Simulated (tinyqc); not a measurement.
True capacitance, leakage and series resistance from two frequencies.

Problem. A capacitance C in parallel with G and in series with Rs is measured as Cp and D = Gp/(w Cp) at two frequencies. The series reading Cs = Cp (1 + D^2) equals C + G^2/(w^2 C), and Re Z = D/(w Cp (1 + D^2)) = Rs + G/(G^2 + w^2 C^2). Find C, G and Rs.

f (Hz): [2e5, 6e5]
Cp (pF): [61.2304007, 61.0903014]
D: [0.0203237621, 0.0519334236]

Solution. w^2 Cs = w^2 C + G^2/C is a straight line in w^2 with slope C; the intercept gives G, and the real part then gives Rs.

C = 61.25 pF
G = 0.2609 uS
Rs = 220.0 ohm

Computed by the program tinyqc: `OMP_NUM_THREADS=1 python tinyqc.py 2022177 2022178 out.jsonl`, one thread of a shared Intel Xeon 2.30GHz, about 0.01 s for the whole run.
